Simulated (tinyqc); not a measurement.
Plane-wave Kohn-Sham cycle with exchange-only LDA in a layered model solid, step by step. One step of it, computed by the program tinyqc.

Problem. Iteration 2: Hamiltonian at one k. H(m,m') = (k + G_m)^2/2 delta + V(G_m - G_m'), with V(-G) = V(G).

A solid whose potential varies along x alone (atomic units):
```
parameter                      value
period a                    8.100000
cross-section of the cell  12.000000
electrons per cell                 4
grid points                       16
plane waves -n..n, n               3
k points                           1
V1 in V1 cos(2 pi x/a)     -0.310000
```

V(G_m), m = 0, 1, 2, ... (hartree): [-0.328229, 0.073221, -0.006465, -0.003326, 0.000847, 0.000011, 0.000136]

k = 0.000000 2 pi / a

Give: H.

Solution.

H (hartree), order -3, -2, -1, +0, +1, +2, +3:
$$\begin{pmatrix}
2.3795 & 0.0732 & -0.0065 & -0.0033 & 0.0008 & 0.0000 & 0.0001 \\
0.0732 & 0.8752 & 0.0732 & -0.0065 & -0.0033 & 0.0008 & 0.0000 \\
-0.0065 & 0.0732 & -0.0274 & 0.0732 & -0.0065 & -0.0033 & 0.0008 \\
-0.0033 & -0.0065 & 0.0732 & -0.3282 & 0.0732 & -0.0065 & -0.0033 \\
0.0008 & -0.0033 & -0.0065 & 0.0732 & -0.0274 & 0.0732 & -0.0065 \\
0.0000 & 0.0008 & -0.0033 & -0.0065 & 0.0732 & 0.8752 & 0.0732 \\
0.0001 & 0.0000 & 0.0008 & -0.0033 & -0.0065 & 0.0732 & 2.3795
\end{pmatrix}$$
